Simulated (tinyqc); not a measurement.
# Changing the temperature T

Model: Heisenberg magnet: exchange from energy differences, ordering vector, linear spin waves and ordering temperature. Computed by tinyqc, a small Python program. Command: `OMP_NUM_THREADS=1 python tinyqc.py 3007774 3007775 out.jsonl magnon sweep`. One thread of a shared host (Intel(R) Xeon(R) Processor @ 2.30GHz), about 0.2 s of CPU time with the checks.

H = -sum over pairs <ij> J_ij S_i.S_j - K sum_i (S_i^z)^2, each pair once, J > 0 ferromagnetic. First neighbours: 4 at a (1, 0), second: 4 at a (1, 1), with all permutations and signs.

Inputs (values chosen for the exercise, for a model magnet):

| quantity | value | unit |
|---|---|---|
| exchange J1 | 8.31 | meV |
| exchange J2 | 2.3 | meV |
| spin S | 1.5 | - |
| single-ion anisotropy K | 0.071 | meV |
| mesh divisions n | 60 | - |

Lattice: square. Order: ferromagnetic.

Constants: k_B = 8.617333262e-05 eV/K.

Method:
- J(q) = J1 g1(q) + J2 g2(q), g_s(q) = sum over shell s of cos(q.R).
- g_s(q) = sum over shell s of cos(q.R), z1 = g1(0). E(q) = S [J(0) - J(q)] + (2S - 1) K, J(q) = J1 g1 + J2 g2. The factor 2S - 1 removes the anisotropy for S = 1/2.
- Mesh: q = sum_i (m_i + 1/2)/n b_i, m_i = 0..n-1, b = [[1, 0], [0, 1]] in 2 pi/a; <..> is the mean over the mesh.
- n = 1/(exp(E/(k_B T)) - 1); no zero-point loss; thermal loss <n>; moment = S less the losses.

One run for each value:

| temperature T (K) | thermal loss | moment <S^z> |
|---|---|---|
| 80 | 0.11263 | 1.3874 |
| 99 | 0.14789 | 1.3521 |
| 120 | 0.18905 | 1.3110 |
| 150 | 0.25148 | 1.2485 |
| 190 | 0.34085 | 1.1592 |
| 230 | 0.43632 | 1.0637 |
| 290 | 0.58875 | 0.9112 |
| 360 | 0.77688 | 0.7231 |

Describe and explain the trends.

Over the rows, thermal loss rises from 0.113 to 0.777 (exponent d ln y / d ln x about 1.3 throughout); moment <S^z> falls from 1.39 to 0.723 (exponent d ln y / d ln x -0.12 between the first rows and -1.1 between the last). In two dimensions only the gap keeps the sum finite.

Caution (rows 150, 190, 230, 290, 360): with so many magnons their interaction matters and linear theory fails.
